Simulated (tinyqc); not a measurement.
Quarter-wave Bragg mirror and the threshold of a vertical cavity: two steps of the calculation.

N pairs of lossless layers, each a quarter wave thick at lam, in the order nH, nL from the incident medium n0 to the exit medium ns; normal incidence, no dispersion. At wavelength lam + dw each layer has the phase d = (pi/2) lam/(lam + dw) and the matrix [[cos d, i sin d/n], [i n sin d, cos d]].

Parameters, values chosen for the exercise; indices close to those of silicon and silicon dioxide: design wavelength lam = 1550 nm; high index nH = 3.468; low index nL = 1.455; number of pairs N = 4; index of the incident medium n0 = 1; index of the exit medium ns = 1.5.

Question 1. Thicknesses, peak reflectance and stop band. At the design wavelength Y = ns (nH/nL)^(2 N), T0 = 4 n0 Y/(n0 + Y)^2; stop band, to first order in its width, (4 lam/pi) arcsin((nH - nL)/(nH + nL)); layer thicknesses lam/(4 n).

Find: thickness of the high-index layer; thickness of the low-index layer; Y; T0; stop band.

Answer 1.

thickness of the high-index layer = 111.7 nm
thickness of the low-index layer = 266.3 nm
Y = 1562
T0 = 0.2557 %
stop band = 831.3 nm

Each further pair divides T0 by about (nH/nL)^2 = 5.68.

Question 2. Reflection at the detuned wavelength. B = M11 + M12 ns, C = M21 + M22 ns; r = (n0 B - C)/(n0 B + C), T = 4 n0 ns/|n0 B + C|^2, R = |r|^2 = 1 - T.

M:

|  | 1 | 2 |
|---|---|---|
| 1 | 0.02596439+0.00000000i | 0.00000000+0.17967821i |
| 2 | 0.00000000+0.90664548i | 32.24013853+0.00000000i |

Find: r; T; phase of r against its value at dw = 0.

Answer 2.

r = -0.99866+0.01111i
T = 0.25613 %
phase of r against its value at dw = 0 = -0.011122 rad

T is 1.00 times its value at the design wavelength.

Computed by the program tinyqc: `OMP_NUM_THREADS=1 python tinyqc.py 2650115 2650116 out.jsonl`, one thread of a shared Intel Xeon 2.30GHz, about 0.01 s for the whole run.
